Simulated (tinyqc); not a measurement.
MOS capacitor on a p-type substrate, surface potential from the exact charge relation: two steps of the calculation.

Uniform p-type substrate, Boltzmann statistics, full ionisation, classical densities. psi is the surface potential against the body (positive when the bands bend down) and u = psi/Vt. Traps are spread evenly over the gap and neutral at flat band, so their charge is -q Dit psi; the minority quasi-Fermi level is shifted by Vb.

Parameters, values chosen for the exercise; band and dielectric values close to those of silicon: temperature T = 250 K; band gap Eg = 1.12 eV; relative permittivity eps_r = 11.9; conduction-band density of states at T Nc = 2.14e19 cm^-3; valence-band density of states at T Nv = 2.03e19 cm^-3; electron affinity chi = 3.99 eV; acceptor density of the substrate N = 3e18 cm^-3; relative permittivity of the gate insulator (close to silicon dioxide) eox = 3.9; insulator thickness tox = 5 nm; gate work function phiM = 4.27 eV; fixed charge at the interface, in units of q Nf = 0 cm^-2; density of interface traps Dit = 0 cm^-2 eV^-1; reverse bias of the inversion layer against the body Vb = 0 V; gate voltage against the body Vg = -0.18 V.

Constants: q = 1.602176634e-19 C, kB = 1.380649e-23 J/K, Vt = kB T/q, eps0 = 8.8541878128e-14 F/cm where lengths are in cm. Results are converted to the units shown.

Task 1. Flat band, threshold and scales. ni = sqrt(Nc Nv) exp(-Eg/(2 Vt)), Eg in volts; phiF = Vt ln(N/ni); Cox = eps0 eox/tox; Vfb = phiM - chi - (Eg - Vt ln(Nv/N)) - q Nf/Cox; Q0 = sqrt(2 eps0 eps_r q N Vt); r = (ni/N)^2 exp(-Vb/Vt); VT = Vfb + [(2 phiF + Vb)(1 + q Dit/Cox) + sqrt(2 eps0 eps_r q N (2 phiF + Vb))/Cox].

Give: ni; phiF; Cox; Vfb; Q0; r; VT.

Result 1.

ni = 1.071e8 cm^-3
phiF = 0.5182 V
Cox = 0.6906 uF/cm^2
Vfb = -0.7988 V
Q0 = 147.7 nC/cm^2
r = 1.275e-21
VT = 1.721 V

Task 2. Newton step for the surface potential. u = psi/Vt; F^2 = exp(-u) + u - 1 + r (exp(u) - u - 1); Qs = -sign(u) Q0 F; Cs = -dQs/dpsi = (Q0/Vt) |1 - exp(-u) + r (exp(u) - 1)|/(2 F). f = Vfb + psi + (q Dit psi - Qs)/Cox - Vg, f' = 1 + (Cs + q Dit)/Cox, psi(new) = psi - f/f'.

psi at the start = 0.61880896 V
Cox = 0.69062665 uF/cm^2
Vfb = -0.79880896 V
Q0 = 147.71858 nC/cm^2
r = 1.2748557e-21

Find: u; F; Qs; Cs; f; f'; psi after iteration 1.

Result 2.

u = 28.72
F = 5.265
Qs = -777.8 nC/cm^2
Cs = 0.6511 uF/cm^2
f = 1.126 V
f' = 1.943
psi after iteration 1 = 0.03913 V

Program tinyqc, `OMP_NUM_THREADS=1 python tinyqc.py 2060036 2060037 out.jsonl`; Intel Xeon 2.30GHz, shared host, one thread, about 0.01 s.
